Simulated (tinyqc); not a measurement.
From one set of inputs to another, one input at a time: classical nucleation, growth and JMAK kinetics of crystallisation from a melt or glass. Computed by tinyqc, a small Python program. Command: `OMP_NUM_THREADS=1 python tinyqc.py 3027034 3027035 out.jsonl nucl ladder`. One thread of a shared host (Intel(R) Xeon(R) Processor @ 2.30GHz), about 0.01 s of CPU time with the checks.

A spherical nucleus with a sharp interface of isotropic energy gamma; lambda = Omega^(1/3) is the jump distance.

The inputs printed are set A. Inputs not listed in the table keep their values of set A, so the rows need not describe a real material.

Inputs (values chosen for the exercise, for a model substance): melting point T_m = 950 K; heat of melting per volume H = 2490 J/cm^3; interface energy gamma = 0.197 J/m^2; atomic volume Omega = 18.3 angstrom^3; temperature T = 732 K; diffusion prefactor D0 = 4.1e-05 m^2/s; activation energy Q = 1.14 eV; time t = 730 s.

Nucleation: homogeneous. Driving force: Turnbull (linear).

Constants: k_B = 8.617333262e-05 eV/K; k_B = 1.380649e-23 J/K.

Method:
- Driving force per volume: dG = H (T_m - T)/T_m.
- Shape factor f = 1.
- W(r) = f [4 pi r^2 gamma - (4/3) pi r^3 dG]; r* = 2 gamma/dG; W* = f 16 pi gamma^3/(3 dG^2); n* = f (4/3) pi r*^3/Omega.
- D = D0 exp(-Q/(k_B T)); attachment rate k+ = (A*/lambda^2) D/lambda^2 with A* = 4 pi r*^2; Zeldovich factor Z = sqrt(W*/(3 pi k_B T))/n*; sites per volume N = 1/Omega; I = N Z k+ exp(-W*/(k_B T)); lag time = 1/(4 pi Z^2 k+).
- Growth (Wilson-Frenkel): u = (D/lambda) [1 - exp(-dG Omega/(k_B T))].
- D = D0 exp(-Q/(k_B T)).
- JMAK with steady nucleation and growth, nuclei spread at random: extended fraction X_e = (pi/3) I u^3 t^4, X = 1 - exp(-X_e); t_X = [-3 ln(1 - X)/(pi I u^3)]^(1/4); final grains per volume = Gamma(5/4) (3/pi)^(1/4) (I/u)^(3/4), Gamma(5/4) = 0.9064024771. Grain size = (grains per volume)^(-1/3).
- The nose is the T between 0.3 and 0.97 T_m where I u^3 is largest; the time is for X = 1e-6, and the critical cooling rate is estimated as (T_m - T_nose)/t_nose.

Each row keeps all changes above it:
```
input moved                               from       to  half time t_0.5 (s)  grain size (micrometre)  critical cooling rate (K/s)
set A                                        -        -           1.9923e-03               3.2546e+00                   2.7072e+07
interface energy gamma (J/m^2)           0.197   0.0942           3.8469e-07               6.2843e-04                   1.8471e+10
activation energy Q (eV)                  1.14     2.06           8.3034e-01               6.2843e-04                   2.3848e+04
atomic volume Omega (angstrom^3)          18.3     21.1           8.5122e-01               6.6396e-04                   2.3643e+04
temperature T (K)                          732      829           1.9274e-01               4.3621e-03                   2.3643e+04
heat of melting per volume H (J/cm^3)     2490      926           6.0439e+07               6.0378e+05                   8.2795e+00
diffusion prefactor D0 (m^2/s)         4.1e-05  5.5e-06           4.5055e+08               6.0378e+05                   1.1107e+00
melting point T_m (K)                      950     1270           1.3128e+00               4.0261e-03                   3.0484e+04
```

Half time t_0.5 goes from 0.00199 to 1.31, a factor 659 in all. The largest single move comes from melting point T_m (a factor 2.91e-9), but it runs against the net change; the largest move in the direction of the net change is heat of melting per volume H (a factor 3.14e8). Grain size goes from 3.25 to 0.00403, a factor 0.00124 in all. The largest single move comes from melting point T_m (a factor 6.67e-9), and heat of melting per volume H works against it (a factor 1.38e8). Critical cooling rate goes from 2.71e7 to 30500, a factor 0.00113 in all. The largest single move comes from activation energy Q (a factor 1.29e-6), and melting point T_m works against it (a factor 27400). The single moves hold for this order of the switches; the total does not depend on the order.

Caution (rows interface energy gamma, activation energy Q, atomic volume Omega): the lag time is not small against the half time, so steady nucleation from t = 0 overstates the speed. Caution (rows interface energy gamma, activation energy Q, atomic volume Omega): the grain size is near the critical size, where JMAK theory fails. Caution (rows interface energy gamma, activation energy Q, atomic volume Omega, temperature T): at the nose the nucleus has under 20 atoms or the barrier is under 10 k_B T, so the result is only a guide. Caution (rows interface energy gamma, activation energy Q, atomic volume Omega, temperature T, melting point T_m): at the nose the lag time is not small against the nose time, so steady nucleation overstates the critical cooling rate. Caution (rows heat of melting per volume H, diffusion prefactor D0): a grain size above a centimetre means that a sample waits for single nuclei, and the half time has no meaning.

Extremes, crossings and ranges named in words are read from the listed rows.
